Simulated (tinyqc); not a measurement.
Yield per ion against the flux ratio: ion-assisted plasma etching: sheath, surface coverage, synergy and aspect-ratio dependence. Computed by tinyqc, a small Python program. Command: `OMP_NUM_THREADS=1 python tinyqc.py 3024127 3024128 out.jsonl etch walk`. One thread of a shared host (Intel(R) Xeon(R) Processor @ 2.30GHz), about 0.07 s of CPU time with the checks.

Radicals adsorb on bare sites; ions remove covered sites with a high yield and bare sites by sputtering; a slow spontaneous reaction acts everywhere, walls included.

Inputs (values chosen for the exercise, close to those used for silicon in a halogen plasma):

| quantity | value | unit |
|---|---|---|
| plasma density n_e | 1.7e+10 | 1/cm^3 |
| electron temperature T_e | 4.6 | eV |
| ion mass M_i | 80 | u |
| sheath voltage V | 460 | V |
| radical density n | 4.1e+12 | 1/cm^3 |
| radical mass M_n | 80 | u |
| gas temperature T_g | 600 | K |
| sticking coefficient s | 0.54 | - |
| radicals per removed unit x | 2 | - |
| yield slope b | 0.19 | eV^(-1/2) |
| threshold E_th | 7.2 | eV |
| sputter slope b_p | 0.026 | eV^(-1/2) |
| sputter threshold E_p | 33 | eV |
| spontaneous reaction probability k_c | 8.8e-05 | - |
| solid density N | 5e+22 | 1/cm^3 |
| ion temperature T_i | 0.33 | eV |

Feature: round hole.

Constants: e = 1.602176634e-19 C; u = 1.6605390666e-27 kg; k_B = 1.380649e-23 J/K; eps_0 = 8.8541878128e-12 F/m.

Method:
- Bohm speed u_B = sqrt(e T_e/M_i); ion flux G_i = 0.61 n_e u_B; radical flux G_n = n c/4 with c = sqrt(8 k_B T_g/(pi M_n)).
- Debye length lambda_D = sqrt(eps_0 T_e/(e n_s)) with n_s = 0.61 n_e, T_e in volts; Child-law sheath d = (sqrt2/3) lambda_D (2 V/T_e)^(3/4); ion energy E = V + T_e/2; angular spread = arctan(sqrt(T_i/E)).
- Yields: Y = b (sqrt(E) - sqrt(E_th)) on covered sites, Y_p = b_p (sqrt(E) - sqrt(E_p)) on bare ones (zero below threshold).
- Steady coverage: s G_n (1 - theta) = x Y G_i theta; removal flux = Y G_i theta + Y_p G_i (1 - theta) + k_c G_n; rate = flux/N, 1 cm/s = 6e8 nm/min.
- The ion flux is fixed and the radical flux set by the ratio; the removal per ion is the removal flux over G_i.

yield Y = 3.57540

sputter yield Y_p = 0.409672

ion flux G_i = 2.44255e+15 1/(cm^2 s)

Open field:

| G_n/G_i | theta | rate (nm/min) | removal per ion |
|---|---|---|---|
| 0.3 | 0.02215 | 14.06 | 0.4798 |
| 1 | 0.07021 | 18.53 | 0.6320 |
| 3 | 0.18470 | 29.15 | 0.9947 |
| 10 | 0.43025 | 51.96 | 1.7726 |
| 30 | 0.69377 | 76.46 | 2.6086 |
| 100 | 0.88306 | 94.20 | 3.2140 |
| 300 | 0.95773 | 101.65 | 3.4680 |
| 1000 | 0.98693 | 106.16 | 3.6220 |
| 3000 | 0.99561 | 112.13 | 3.8255 |

What does the comparison show, and why?

Coverage reaches one half at G_n/G_i = x Y/s = 13.2. Below that the ion-assisted part follows the radical flux, on top of the sputter floor Y_p = 0.410; above it the ion-assisted part saturates at Y = 3.58 per ion, and the further rise to 3.83 comes from the spontaneous reaction, which costs anisotropy. Caution: a sheath of several millimetres is collisional at usual pressures, which lowers the ion energy and widens the angles.
